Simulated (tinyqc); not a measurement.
UHF in the sto-3g basis, for BeH, spin multiplicity 2, step by step. One step of it, computed by the program tinyqc.

Task: Iteration 3: building the Fock matrix. J_ij = sum D_kl (ij|kl) with D = D(alpha) + D(beta), K_ij = sum D_kl (ik|jl) for each spin; F = H + J - K(s); E = tr D H + tr D J / 2 - 0.5 sum_s tr D(s) K(s) + E_nn.

D(alpha) after iteration 2:
```
            1Be 1s     1Be 2s   1Be 2px   1Be 2py    1Be 2pz      2H 1s
1Be 1s    1.069963  -0.271167  0.000000  0.000000   0.051768   0.011499
1Be 2s   -0.271167   1.052888  0.000000  0.000000  -0.192613  -0.087987
1Be 2px   0.000000   0.000000  0.000000  0.000000   0.000000   0.000000
1Be 2py   0.000000   0.000000  0.000000  0.000000   0.000000   0.000000
1Be 2pz   0.051768  -0.192613  0.000000  0.000000   0.096602   0.240435
2H 1s     0.011499  -0.087987  0.000000  0.000000   0.240435   0.827843
```

D(beta) after iteration 2:
```
            1Be 1s     1Be 2s   1Be 2px   1Be 2py    1Be 2pz      2H 1s
1Be 1s    1.053944  -0.211038  0.000000  0.000000  -0.035561  -0.081157
1Be 2s   -0.211038   0.826822  0.000000  0.000000   0.125747   0.268610
1Be 2px   0.000000   0.000000  0.000000  0.000000   0.000000   0.000000
1Be 2py   0.000000   0.000000  0.000000  0.000000   0.000000   0.000000
1Be 2pz  -0.035561   0.125747  0.000000  0.000000   0.019136   0.040895
2H 1s    -0.081157   0.268610  0.000000  0.000000   0.040895   0.087422
```

core Hamiltonian H = T + V (hartree):
```
            1Be 1s     1Be 2s    1Be 2px    1Be 2py    1Be 2pz      2H 1s
1Be 1s   -8.111654  -1.995719   0.000000   0.000000  -0.006902  -0.084657
1Be 2s   -1.995719  -2.345477   0.000000   0.000000  -0.072705  -0.395386
1Be 2px   0.000000   0.000000  -1.862169   0.000000   0.000000   0.000000
1Be 2py   0.000000   0.000000   0.000000  -1.862169   0.000000   0.000000
1Be 2pz  -0.006902  -0.072705   0.000000   0.000000  -1.907502  -0.506067
2H 1s    -0.084657  -0.395386   0.000000   0.000000  -0.506067  -1.444578
```

Two-electron integrals (ij|kl) in chemists' order, unique and non-zero (hartree):
```
(11|11) 2.298831   (21|11) 0.392036   (21|21) 0.079539   (22|11) 0.570988
(22|21) 0.143041   (22|22) 0.417683   (31|31) 0.014607   (32|31) 0.021888
(32|32) 0.092265   (33|11) 0.569578   (33|21) 0.143083   (33|22) 0.417589
(33|33) 0.449859   (41|41) 0.014607   (42|41) 0.021888   (42|42) 0.092265
(43|43) 0.024249   (44|11) 0.569578   (44|21) 0.143083   (44|22) 0.417589
(44|33) 0.401360   (44|44) 0.449859   (51|51) 0.014607   (52|51) 0.021888
(52|52) 0.092265   (53|53) 0.024249   (54|54) 0.024249   (55|11) 0.569578
(55|21) 0.143083   (55|22) 0.417589   (55|33) 0.401360   (55|44) 0.401360
(55|55) 0.449859   (61|11) 0.015923   (61|21) 0.003241   (61|22) 0.005917
(61|33) 0.005876   (61|44) 0.005876   (61|51) 0.000325   (61|52) 0.000610
(61|55) 0.006002   (61|61) 0.000140   (62|11) 0.068836   (62|21) 0.017657
(62|22) 0.060540   (62|33) 0.057979   (62|44) 0.057979   (62|51) 0.002210
(62|52) 0.016340   (62|55) 0.065592   (62|61) 0.000807   (62|62) 0.017221
(63|31) 0.001148   (63|32) 0.006276   (63|53) 0.002437   (63|63) 0.001070
(64|41) 0.001148   (64|42) 0.006276   (64|54) 0.002437   (64|64) 0.001070
(65|11) 0.087386   (65|21) 0.022574   (65|22) 0.080000   (65|33) 0.075636
(65|44) 0.075636   (65|51) 0.003400   (65|52) 0.024830   (65|55) 0.088631
(65|61) 0.001054   (65|62) 0.025006   (65|65) 0.036681   (66|11) 0.244486
(66|21) 0.063437   (66|22) 0.241380   (66|33) 0.227739   (66|44) 0.227739
(66|51) 0.006873   (66|52) 0.069575   (66|55) 0.268250   (66|61) 0.002881
(66|62) 0.097792   (66|65) 0.147449   (66|66) 0.774606
```

nuclear repulsion = 0.97814642 hartree

Give: Coulomb J; exchange K(alpha); exchange K(beta); F(alpha); F(beta); total energy of this density.

Result:

Coulomb J (hartree):
```
         1Be 1s  1Be 2s  1Be 2px  1Be 2py  1Be 2pz  2H 1s
1Be 1s    5.939   1.118    0.000    0.000    0.007  0.046
1Be 2s    1.118   2.195    0.000    0.000    0.072  0.358
1Be 2px   0.000   0.000    2.174    0.000    0.000  0.000
1Be 2py   0.000   0.000    0.000    2.174    0.000  0.000
1Be 2pz   0.007   0.072    0.000    0.000    2.227  0.486
2H 1s     0.046   0.358    0.000    0.000    0.486  1.761
```

exchange K(alpha) (hartree):
```
         1Be 1s  1Be 2s  1Be 2px  1Be 2py  1Be 2pz  2H 1s
1Be 1s    2.332   0.396    0.000    0.000    0.001  0.018
1Be 2s    0.396   0.468    0.000    0.000   -0.055  0.128
1Be 2px   0.000   0.000    0.104    0.000    0.000  0.000
1Be 2py   0.000   0.000    0.000    0.104    0.000  0.000
1Be 2pz   0.001  -0.055    0.000    0.000    0.213  0.196
2H 1s     0.018   0.128    0.000    0.000    0.196  0.707
```

exchange K(beta) (hartree):
```
         1Be 1s  1Be 2s  1Be 2px  1Be 2py  1Be 2pz  2H 1s
1Be 1s    2.323   0.395    0.000    0.000    0.000  0.014
1Be 2s    0.395   0.403    0.000    0.000    0.088  0.137
1Be 2px   0.000   0.000    0.086    0.000    0.000  0.000
1Be 2py   0.000   0.000    0.000    0.086    0.000  0.000
1Be 2pz   0.000   0.088    0.000    0.000    0.114  0.076
2H 1s     0.014   0.137    0.000    0.000    0.076  0.153
```

F(alpha) (hartree):
```
         1Be 1s  1Be 2s  1Be 2px  1Be 2py  1Be 2pz   2H 1s
1Be 1s   -4.505  -1.274    0.000    0.000   -0.001  -0.056
1Be 2s   -1.274  -0.618    0.000    0.000    0.055  -0.165
1Be 2px   0.000   0.000    0.208    0.000    0.000   0.000
1Be 2py   0.000   0.000    0.000    0.208    0.000   0.000
1Be 2pz  -0.001   0.055    0.000    0.000    0.106  -0.216
2H 1s    -0.056  -0.165    0.000    0.000   -0.216  -0.391
```

F(beta) (hartree):
```
         1Be 1s  1Be 2s  1Be 2px  1Be 2py  1Be 2pz   2H 1s
1Be 1s   -4.495  -1.273    0.000    0.000    0.000  -0.053
1Be 2s   -1.273  -0.553    0.000    0.000   -0.089  -0.174
1Be 2px   0.000   0.000    0.226    0.000    0.000   0.000
1Be 2py   0.000   0.000    0.000    0.226    0.000   0.000
1Be 2pz   0.000  -0.089    0.000    0.000    0.205  -0.096
2H 1s    -0.053  -0.174    0.000    0.000   -0.096   0.163
```

total energy of this density = -14.82548 hartree
